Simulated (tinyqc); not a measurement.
Potential-pH (Pourbaix) lines of a metal, its cation, its oxide and an oxyanion, with a complexing ligand: one step, computed by the program tinyqc. Command: `OMP_NUM_THREADS=1 python tinyqc.py 3030708 3030709 out.jsonl pourb walk`. One thread of a shared host (Intel(R) Xeon(R) Processor @ 2.30GHz), about 0.02 s of CPU time with the checks.

Potentials are against the standard hydrogen electrode; solids and water have unit activity; dG_f of M, H+ and the electron is zero; F = e N_A and s = R T ln(10)/F. The cation carries z = 2.

Task: The stable species at (pH, E). M2+ + 2e = M; MO + 2H+ + 2e = M + H2O; MO2(2-) + 4H+ + 2e = M + 2H2O. For each, E0 = -dG/(z F), and E = E0 + (s/z) log10 a - (s n_H/z) pH, with no activity term for the oxide. The metal is stable below the lowest of the three lines; above it, the species of the lowest line is stable. Water lines at 1 bar: hydrogen E = -s pH, oxygen E = -dG_f(water)/(2F) - s pH.

Inputs (values chosen for the exercise, modelled on tin): dG_f of water = -237.14 kJ/mol; temperature T = 298.15 K; log10 of the dissolved activity a = -4; pH = 12; potential E = -1.1 V.

Species: M, M2+, MO, MO2(2-).

E0 (V): cation -0.1419387, oxide -0.0693888, oxyanion 0.7967532

s = 0.05915935 V

Constants: e = 1.602176634e-19 C; N_A = 6.02214076e+23 1/mol.

Give: lines at this pH; upper limit of immunity; hydrogen line; oxygen line; E above the limit of immunity.

Result:

lines at this pH (V): cation -0.26026, oxide -0.77930, oxyanion -0.74139

upper limit of immunity = -0.77930 V

hydrogen line = -0.70991 V

oxygen line = 0.51898 V

E above the limit of immunity = -0.32070 V

The metal is immune at this point. The point lies outside the stability range of water. Water itself can oxidise the metal at this pH. Caution: other oxidation states, hydroxides and hydrides are left out, and the lines say nothing of rates.
